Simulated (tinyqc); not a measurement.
The same inclusion in several hosts: polytypes by hexagonality, and a cubic inclusion as a quantum well.

Gap: E3 + (Es - E3) h/hs for h up to hs, then linear from Es to E2 at h = 1. Valence top Ev2 h and polarisation P2 h, both counted from 3C; Ec = Ev + gap.

Constants: hbar^2/2m0 = 3.80998211 eV angstrom^2.

Values chosen for the exercise (of the order of those of SiC; not measured data):
- E3 = 2.369 eV (gap of the cubic polytype)
- E2 = 3.358 eV (gap of 2H)
- Ev2 = 0.12 eV (valence top of 2H above that of 3C)
- P2 = -0.0362 C/m^2 (spontaneous polarisation of 2H)
- Es = 3.295 eV (gap at the hexagonality hs)
- hs = 0.5 (hexagonality up to which the first line holds)
- m = (0.298, 0.311) m0 (electron mass along c in the cubic layer and in the host)
- d = 2.522 angstrom (thickness of a double layer)
- eps = 9.9 (dielectric constant)
- N = 6 (double layers in the cubic inclusion)

h from the stacking: 8H 1/4, 6H 1/3, 15R 2/5, 4H 1/2, 9R 2/3, 2H 1. V = Ec(host) - Ec(3C); square-well level from k tan(k L/2) = (m_w/m_b) q, k = sqrt(m_w E/c), q = sqrt(m_b (V - E)/c), L = N d; |F| = |P|/(eps eps0), eps0 = 8.8541878e-12 F/m.

Results:
```
host      h  gap (eV)  V (eV)  depth (eV)  |F| (MV/cm)
8H    0.250     2.832   0.493       0.310         1.03
6H    0.333     2.986   0.657       0.450         1.38
15R   0.400     3.110   0.789       0.565         1.65
4H    0.500     3.295   0.986       0.743         2.06
9R    0.667     3.316   1.027       0.781         2.75
2H    1.000     3.358   1.109       0.856         4.13
```

What can be read from this table?

From 8H to 4H the well deepens by a factor of 2.00 and the bound level by 2.40, between the limits of a wide well (as V) and a thin one (as V^2); in 4H the level keeps 75 % of V; from 4H to 2H the gap gains only 63 meV while the field doubles. The depths leave the field out, although its drop |F| L reaches 625 meV in 2H.

tinyqc: `OMP_NUM_THREADS=1 python tinyqc.py 1850204 1850205 out.jsonl`; about 0.05 s, one thread, shared Intel(R) Xeon(R) Processor @ 2.30GHz.
